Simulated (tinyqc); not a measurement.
# Changing the background pressure p

Model: vacuum evaporation: vapour pressure, source flux, thickness distribution, purity and step coverage. Computed by tinyqc, a small Python program. Command: `OMP_NUM_THREADS=1 python tinyqc.py 3113464 3113465 out.jsonl evap sweep`. One thread of a shared host (Intel(R) Xeon(R) Processor @ 2.30GHz), about 0.01 s of CPU time with the checks.

Molecular flow, unit sticking of the metal, no re-evaporation. The background gas is taken as water vapour (18.015 g/mol, collision diameter 0.37 nm) at 300 K.

Inputs (values chosen for the exercise, modelled on gold, with constants for the liquid): molar mass M = 196.97 g/mol; film density rho = 19.3 g/cm^3; vapour-pressure constant A = 10.79; vapour-pressure constant B = 18000 K; source temperature T = 1770 K; source area = 4.7 cm^2; directionality n = 2; source-to-wafer distance h = 26 cm; wafer radius R = 5 cm; sticking of background gas = 0.2.

Constants: u = 1.6605390666e-27 kg; k_B = 1.380649e-23 J/K; R = 8.314462618 J/(mol K).

Method:
- log10(p_v/Pa) = A - B/T; flux from the surface Phi = p_v/sqrt(2 pi m k_B T), m = M u.
- Mass loss = Phi x area x m; heat of evaporation = ln(10) R B; d ln Phi/dT = ln(10) B/T^2 - 1/(2 T).
- A small source emits (n + 1) Phi area cos^n(phi)/(2 pi) per solid angle; on a parallel plane at height h and lateral distance l the arrival rate is (n + 1) Phi area/(2 pi h^2) x (1 + (l/h)^2)^(-(n + 3)/2). Growth rate = arrival rate x m/rho, m = M u. The wafer is fixed and centred above the source.
- Mean free path lambda = k_B T_g/(sqrt2 pi d^2 p); unscattered share exp(-h/lambda); gas arrival p/sqrt(2 pi m_g k_B T_g); impurity ratio = sticking x gas arrival/metal arrival; monolayer time = 1e15 cm^-2/(sticking x gas arrival).

One run for each value:
```
background pressure p (Pa)  impurity ratio  unscattered share  monolayer time (s)  mean free path (m)
1.00e-08                        1.1594e-06            1.00000          1.3951e+05          6.8098e+05
1.00e-07                        1.1594e-05            1.00000          1.3951e+04          6.8098e+04
1.00e-06                        1.1594e-04            0.99996          1.3951e+03          6.8098e+03
1.00e-05                        1.1594e-03            0.99962          1.3951e+02          6.8098e+02
1.00e-04                        1.1594e-02            0.99619          1.3951e+01          6.8098e+01
1.00e-03                        1.1594e-01            0.96254          1.3951e+00          6.8098e+00
1.00e-02                        1.1594e+00            0.68263          1.3951e-01          6.8098e-01
1.00e-01                        1.1594e+01            0.02197          1.3951e-02          6.8098e-02
```

What does the table show?

Over the rows, impurity ratio rises from 1.16e-6 to 11.6 (exponent d ln y / d ln x about 1.0 throughout); unscattered share falls from 1.000 to 0.0220; monolayer time (s) falls from 140000 to 0.0140 (exponent d ln y / d ln x about -1.0 throughout).

Caution (rows 0.0100, 0.100): more gas than metal sticks, so a compound rather than a metal film would grow.
